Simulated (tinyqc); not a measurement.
# From one set of inputs to another, one input at a time

Model: pair-potential crystal by lattice sums. Computed by tinyqc, a small Python program. Command: `OMP_NUM_THREADS=1 python tinyqc.py 3006296 3006297 out.jsonl pairsum ladder`. One thread of a shared host (Intel(R) Xeon(R) Processor @ 2.30GHz), about 0.04 s of CPU time with the checks.

Energy per atom E = (1/2) sum over neighbours of phi(r); d is the nearest-neighbour distance.

The inputs printed are set A. Inputs not listed in the table keep their values of set A, so the rows need not describe a real material.

Inputs (values chosen for the exercise, for model atoms): well depth eps = 0.703 eV; pair minimum r0 = 3.18 angstrom; cut-off r_c/r0 = 2.26; repulsive exponent n = 10; attractive exponent m = 6.

Potential: Mie n-m. Structure: hcp.

Constants: 1 eV/angstrom^3 = 160.2176634 GPa.

Method:
- phi0(r) = eps [m (r0/r)^n - n (r0/r)^m]/(n - m); shifted-force cut-off: phi(r) = phi0(r) - phi0(r_c) - (r - r_c) phi0'(r_c) for r < r_c, zero beyond.
- Shells (distance in units of d, count): fcc 1.0000 (12), 1.4142 (6), 1.7321 (24), 2.0000 (12), 2.2361 (24), 2.4495 (8), 2.6458 (48), 2.8284 (6), 3.0000 (36), 3.1623 (24); hcp 1.0000 (12), 1.4142 (6), 1.6330 (2), 1.7321 (18), 1.9149 (12), 2.0000 (6), 2.2361 (12), 2.3805 (12), 2.4495 (6), 2.5166 (6), 2.5820 (12), 2.6458 (24), 2.7080 (6), 2.8868 (12), 3.0000 (12), 3.1091 (24), 3.1623 (12); bcc 1.0000 (8), 1.1547 (6), 1.6330 (12), 1.9149 (24), 2.0000 (8), 2.3094 (6), 2.5166 (24), 2.5820 (24), 2.8284 (24), 3.0000 (32); sc 1.0000 (6), 1.4142 (12), 1.7321 (8), 2.0000 (6), 2.2361 (24), 2.4495 (24), 2.8284 (12), 3.0000 (30), 3.1623 (24); diamond 1.0000 (4), 1.6330 (12), 1.9149 (12), 2.3094 (6), 2.5166 (12), 2.8284 (24), 3.0000 (16). Volumes per atom in d^3: fcc 0.70711, hcp 0.70711, bcc 0.76980, sc 1.00000, diamond 1.53960; hcp has the ideal c/a. Every shell inside the cut-off is summed.
- Equilibrium: dE/dd = 0 at the lowest minimum with d between 0.78 r0 and 1.45 r0; B = d^2 E''(d)/(9 Omega).
- Unrelaxed vacancy: removing an atom breaks its bonds (2|E|) and placing it on the surface returns |E|, so E_v = |E|.

Each row keeps all changes above it:
```
input moved                  from      to  equilibrium distance d (angstrom)  energy per atom (eV)  bulk modulus B (GPa)
set A                           -       -                             3.0989               -4.8093                272.93
cut-off r_c/r0               2.26    2.67                             3.0812               -5.4257                297.40
pair minimum r0 (angstrom)   3.18    3.11                             3.0134               -5.4257                317.94
well depth eps (eV)         0.703  0.0933                             3.0134               -0.7201                 42.20
```

Which inputs carry the difference?

Equilibrium distance d goes from 3.10 to 3.01, a factor 0.9724 in all. The largest single move comes from pair minimum r0 (a factor 0.9780). Energy per atom goes from -4.81 to -0.720, +4.09 in all. The largest single move comes from well depth eps (+4.71), and cut-off r_c/r0 works against it (-0.616). Bulk modulus B goes from 273 to 42.2, a factor 0.155 in all. The largest single move comes from well depth eps (a factor 0.133). The single moves hold for this order of the switches; the total does not depend on the order.

Extremes, crossings and ranges named in words are read from the listed rows.
